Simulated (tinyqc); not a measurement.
Isothermal kinetics: hydrogen passivation and dissociation of interface defects with a spread of activation energies. Computed by tinyqc, a small Python program. Command: `OMP_NUM_THREADS=1 python tinyqc.py 3023373 3023374 out.jsonl passivation walk`. One thread of a shared host (Intel(R) Xeon(R) Processor @ 2.30GHz), about 0.01 s of CPU time with the checks.

Active defects P react as P + H2 -> HP + H and HP -> P + H; released atomic hydrogen is removed. All defects start active. Activation energies are normally distributed, independently for the two reactions.

Inputs (values chosen for the exercise, for a model interface):
```
quantity,value,unit
mean passivation energy E_f,1.52,eV
spread s_f,0.074,eV
prefactor k_f0,8.2e-08,cm^3/s
mean dissociation energy E_d,2.9,eV
spread s_d,0.095,eV
prefactor k_d0,4.7e+12,1/s
dissolved hydrogen [H2],9e+16,cm^-3
anneal temperature T,680,K
anneal time t,230,s
```

Ambient: hydrogen.

Constants: k_B = 8.617333262e-05 eV/K.

Method:
- a = k_f0 [H2] exp(-E_f/k_B T), b = k_d0 exp(-E_d/k_B T); the active share of one kind of site is b/(a + b) + (a/(a + b)) exp(-(a + b) t).
- Full average: z from -5 to 5 in steps of 0.125 with normalised weights exp(-z^2/2), energy = mean + spread x z, over both energies.
- Times are decades about 1/(a + b) of the mean site. The last column is the part of the change still to come; rows stop once it is below 1e-5.

dissociation rate b = 1.50982e-09 1/s

passivation rate a = 0.0400562 1/s

Against time:
```
t (s),"active share, single energy","active share, spread",unreacted part
0.02,9.9920e-01,9.9823e-01,9.9823e-01
0.2,9.9202e-01,9.8291e-01,9.8291e-01
2,9.2301e-01,8.6524e-01,8.6524e-01
20,4.4882e-01,4.4129e-01,4.4129e-01
200,3.3175e-04,5.7277e-02,5.7276e-02
2000,3.7693e-08,9.0977e-04,9.0946e-04
```

What does the comparison show, and why?

A single energy finishes within about two decades of time. With the spread the unreacted part is 0.98 at 0.2 s and still 0.057 at 200 s, where one energy leaves 3.3e-4: a width of s/k_B T = 1.26 in ln(rate) stretches the decay markedly.
